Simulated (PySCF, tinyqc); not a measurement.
The basis set: RHF and MP2 along a ladder of basis sets, for H4, spin multiplicity 1. Computed by the program tinyqc with PySCF. Command: `OMP_NUM_THREADS=1 python tinyqc.py 113564 113565 out.jsonl`; one thread of a shared host (Intel(R) Xeon(R) Processor @ 2.60GHz), about 1 s.

Geometry (angstrom):
```
atom,x,y,z
H,0.0000,0.0000,0.0000
H,0.0000,0.0000,0.7300
H,0.0000,0.8910,0.0000
H,0.0000,0.8910,0.7300
```

Same geometry throughout; the dipole is taken about the origin.

RHF and frozen-core MP2 in a ladder of bases:
```
basis,functions,E(RHF) (hartree),E(MP2 corr) (hartree),HOMO (eV),LUMO (eV),dipole (debye)
sto-3g,4,-1.777588,-0.036269,-7.1072,10.1094,0.0000
3-21g,8,-1.906500,-0.042989,-8.8987,3.3397,0.0000
6-31g,8,-1.915742,-0.042904,-9.0212,2.9306,0.0000
6-31g**,20,-1.936583,-0.065750,-8.7874,3.0198,0.0000
cc-pvdz,20,-1.931609,-0.065298,-8.8509,2.4921,0.0000
aug-cc-pvdz,36,-1.933626,-0.068393,-8.9500,1.0543,0.0000
cc-pvtz,56,-1.944786,-0.079158,-8.9180,2.1465,0.0000
```

From cc-pVDZ to cc-pVTZ the RHF energy falls by 13.2 mhartree and the correlation energy by 13.9. If valence correlation converges as X^-3, (27 E(T) - 8 E(D))/19 gives -0.0850 hartree, a rough estimate from such small X that usually falls short; STO-3G holds about 43 % of it. Beyond STO-3G the LUMO moves by 2.3 eV and the HOMO by 0.2 eV. The restricted reference is unstable here: a spin-polarised solution lies 0.0040 hartree lower (PySCF, cc-pVDZ), so results built on it describe a poor reference.
